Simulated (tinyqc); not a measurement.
One electron in a tunnel-coupled double dot: charge qubit, sensing and quantum capacitance: two steps of the calculation.

Basis (left, right), H = [[ep/2, tc], [tc, -ep/2]], splitting Om = sqrt(ep^2 + 4 tc^2), ep = al times the gate voltage. In equilibrium the electron is on the right with the chance P_R = [1 + (ep/Om) tanh(Om/2 kB T)]/2.

Inputs (values chosen for the exercise):

| symbol | value | unit | meaning |
|---|---|---|---|
| tc | 17 | ueV | tunnel coupling |
| T | 0.12 | K | electron temperature |
| al | 0.15 | eV/V | lever arm of the gate on the detuning |
| Cp | 0.4 | pF | parasitic capacitance of the resonator |
| f0 | 622 | MHz | resonator frequency |
| Q | 98 |  | loaded quality factor |
| ep | 36.5 | ueV | detuning |

Constants: q = 1.602176634e-19 C, kB = 1.380649e-23 J/K, h = 6.62607015e-34 J s, Vt = kB T/q. Results are converted to the units shown.

Task 1. Splitting and occupation. Also the frequency Om/h, the mixing angle arctan2(2 tc, ep) and the weight of the right dot in the ground state, (1 + ep/Om)/2.

Give: Om; Om/h; mixing angle; ground-state weight; kB T; P_R.

Result 1.

Om = 49.88 ueV
Om/h = 12.06 GHz
mixing angle = 42.97 degree
ground-state weight = 0.8659
kB T = 10.34 ueV
P_R = 0.8600

Task 2. Capacitance seen by a resonator. q^2 al^2 dP_R/d(ep) splits into Cq = q^2 al^2 (2 tc^2/Om^3) tanh(Om/2 kB T) and Ct = q^2 al^2 (ep/Om)^2/(4 kB T cosh^2(Om/2 kB T)); Ct appears only if relaxation is faster than the drive. A resonator of frequency f0, capacitance Cp and quality factor Q shifts by df = -f0 Cq/(2 Cp) and its phase by -2 Q Cq/Cp.

Give: Cq; Ct; df; phase shift.

Result 2.

Cq = 16.520 aF
Ct = 1.4761 aF
df = -12.844 kHz
phase shift = -463.79 millidegree

Numbers from tinyqc (`OMP_NUM_THREADS=1 python tinyqc.py 2470106 2470107 out.jsonl`; about 0.01 s on one thread of a shared Intel Xeon 2.30GHz).
